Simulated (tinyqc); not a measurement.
## Arrhenius plot from several rate windows

Emission rate en = sn vth(T) Nc(T) exp(-Et/kB T) = sn g T^2 exp(-Et/kB T), g = vth Nc/(300 K)^2, as vth goes as T^0.5 and Nc as T^1.5 (degeneracy factor 1). Each window ew gives the temperature where en = ew.

Values chosen for this exercise; material values close to those of gallium arsenide:
```
symbol    value   unit                                      meaning
Nc      4.32e17  cm^-3   conduction-band density of states at 300 K
vth       4.4e7   cm/s                    thermal velocity at 300 K
Et         0.44     eV  depth of the trap below the conduction edge
sn      1.4e-17   cm^2                        capture cross-section
```

Constants: q = 1.602176634e-19 C, kB = 1.380649e-23 J/K. Results are converted to the units shown.

Result of one run:

| ew (1/s) | T peak (K) | q/kB T (1/eV) | ln(ew/T^2) | ln ew |
|---|---|---|---|---|
| 1300 | 398.93 | 29.089 | -4.8074 | 7.1701 |

What becomes of these results when the rate window ew is changed from 1300 to 15 1/s, all else the same?

Result of the changed run:

| ew (1/s) | T peak (K) | q/kB T (1/eV) | ln(ew/T^2) | ln ew |
|---|---|---|---|---|
| 15 | 305.27 | 38.014 | -8.7343 | 2.7081 |

The whole series:

| ew (1/s) | T peak (K) | q/kB T (1/eV) | ln(ew/T^2) | ln ew |
|---|---|---|---|---|
| 1.7 | 273.30 | 42.460 | -10.691 | 0.53063 |
| 5.1 | 288.59 | 40.211 | -9.7008 | 1.6292 |
| 15 | 305.27 | 38.014 | -8.7343 | 2.7081 |
| 47 | 325.03 | 35.703 | -7.7177 | 3.8501 |
| 140 | 346.29 | 33.511 | -6.7529 | 4.9416 |
| 430 | 371.05 | 31.274 | -5.7689 | 6.0638 |
| 1300 | 398.93 | 29.089 | -4.8074 | 7.1701 |
| 3900 | 430.74 | 26.941 | -3.8623 | 8.2687 |

The peak rises from 273 to 431 K. ln(ew/T^2) against q/kB T is a straight line of slope -0.4400 eV, the trap depth. Its intercept gives sn = 1.40e-17 cm^2. Leaving out the T^2 gives 0.4986 eV, too high by about 2 kB T.

Program tinyqc, `OMP_NUM_THREADS=1 python tinyqc.py 2050098 2050099 out.jsonl`; Intel Xeon 2.30GHz, shared host, one thread, about 0.01 s.
